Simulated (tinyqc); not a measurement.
Six-transistor SRAM cell, nodal equations and margins: one step of the calculation.

Two cross-coupled inverters (pull-down bn, pull-up bp) hold the nodes Q and QB; access transistors (ba, threshold VTn, gate on the word line at Vdd when selected) join them to the bit lines. Transistor (EKV form, voltages against the body): I = 2 n b Vt^2 [F(vp - Vs) - F(vp - Vd)] from drain to source, F(v) = ln^2(1 + exp(v/(2 Vt))), vp = (Vg - VT + sg |Vd - Vs|)/n. n-channel bodies are at 0; for the p-channel device all voltages are counted down from Vdd. b in uA/V^2 gives I in uA. For an access transistor the bit line is the drain and the node the source. In a read both bit lines are at Vdd. The cell is symmetric (no mismatch).

Question. Read current and disturbance. Iread = Ia(bit line at Vdd, source Q); cell ratio bn/ba; time to pull a bit line of 20 fF down by 0.1 V at that current.

Parameters, values chosen for the exercise:
```
symbol,value,unit,meaning
T,300,K,temperature
Vdd,0.4,V,supply voltage
n,1.18,,slope factor
sg,0.047,,drain-induced barrier lowering
VTn,0.42,V,n-channel threshold
bn,620,uA/V^2,gain factor of the pull-down transistor
ba,310,uA/V^2,gain factor of the access transistor
```

Constants: q = 1.602176634e-19 C, kB = 1.380649e-23 J/K, Vt = kB T/q. Results are converted to the units shown.

(Q, QB) (V): Q 0.018783145, QB 0.39999979

Give: Iread; cell ratio; time.

Answer.

Iread = 0.1292 uA
cell ratio = 2.000
time = 1.548e4 ps

Computed by the program tinyqc: `OMP_NUM_THREADS=1 python tinyqc.py 2340139 2340140 out.jsonl`, one thread of a shared Intel Xeon 2.30GHz, about 0.2 s for the whole run.
